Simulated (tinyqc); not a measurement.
From results back to parameters: image-charge renormalisation of a gap near a dielectric or metal. Two cases, with inputs chosen for the exercise.

Problem. A small molecule or defect in vacuum at height z above the image plane of a substrate has both its electron and hole levels stabilised by (e^2/4 pi eps0)(es - 1)/((es + 1) 4 z), so its gap shrinks by twice that. The reduced gap is given.

Constants: e^2/(4 pi eps0) = 14.39964547 eV angstrom.

Case 1.

Values chosen: E0 = 2.89 eV (quasiparticle gap far from the surface); es = 25 (dielectric constant of the substrate (1e4: a metal)).

gap near the surface = 1.80049 eV

Case 2.

Values chosen: E0 = 8.86 eV (quasiparticle gap far from the surface); es = 25 (dielectric constant of the substrate (1e4: a metal)).

gap near the surface = 7.31442 eV

Find: reduction; (es - 1)/(es + 1); z.

Solution. z = (e^2/4 pi eps0)(es - 1)/((es + 1) 2 x reduction). Local and hybrid functionals miss this shift, since it is a non-local correlation effect.

Case 1.

reduction = 1.0895 eV
(es - 1)/(es + 1) = 0.9231
z = 6.10 angstrom

Case 2.

reduction = 1.5456 eV
(es - 1)/(es + 1) = 0.9231
z = 4.30 angstrom

Computed by tinyqc, one run a case: `OMP_NUM_THREADS=1 python tinyqc.py N N+1 out.jsonl` with N = 1880678, 1880703; one thread of a shared Intel(R) Xeon(R) Processor @ 2.30GHz, about 0.02 s a run at most.
